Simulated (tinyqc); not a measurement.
Free and trapped electrons in a MOS channel with a dense trap tail: one step of the calculation.

p-type body, charge-sheet picture, full ionisation (an idealisation for deep acceptors), Boltzmann statistics for free electrons. e = Ec - EF at the surface. Acceptor-like traps of density D(E) = D0 + De exp(-E/Ew) at depth E below Ec, from 0 to Eu, hold n_t = integral of D(E)/(1 + exp((e - E)/Vt)). psi = Eg - Vt ln(Nv/Na) - e; N_dep = sqrt(2 eps0 eps_r Na (psi - Vt)/q); n_f = sqrt(N_dep^2 + 2 eps0 eps_r Vt Nc exp(-e/Vt)/q) - N_dep; Vg = Vfb + psi + q (N_dep + n_t + n_f)/Cox, Cox = eps0 eox/tox.

Task. Trapped charge. Trapezoid rule on 15 equal steps from 0 to Eu, f = 1/(1 + exp((e - E)/Vt)).

Inputs (values chosen for the exercise); band and dielectric values close to those of 4H silicon carbide:
```
symbol   value         unit                                             meaning
T          300            K                                         temperature
D0      2.9e10  cm^-2 eV^-1  constant background density of acceptor-like traps
De        4e12  cm^-2 eV^-1          density of the tail at the conduction edge
Ew        0.05           eV                            decay energy of the tail
Eu        0.92           eV        depth below Ec down to which the traps reach
e        0.053           eV                              Ec - EF at the surface
```

Constants: q = 1.602176634e-19 C, kB = 1.380649e-23 J/K, Vt = kB T/q. Results are converted to the units shown.

Wanted: E; D(E) f; n_t.

Result.

```
point,E (eV),D(E) f (cm^-2 eV^-1)
0,0,4.5946e11
1,0.061333,6.9708e11
2,0.12267,3.4942e11
3,0.18400,1.2908e11
4,0.24533,5.8554e10
5,0.30667,3.7675e10
6,0.36800,3.1545e10
7,0.42933,2.9746e10
8,0.49067,2.9219e10
9,0.55200,2.9064e10
10,0.61333,2.9019e10
11,0.67467,2.9006e10
12,0.73600,2.9002e10
13,0.79733,2.9000e10
14,0.85867,2.9000e10
15,0.92000,2.9000e10
```

n_t = 1.0921e11 cm^-2

tinyqc, about 0.02 s, one thread, Intel Xeon 2.30GHz (shared host): `OMP_NUM_THREADS=1 python tinyqc.py 2222137 2222138 out.jsonl`
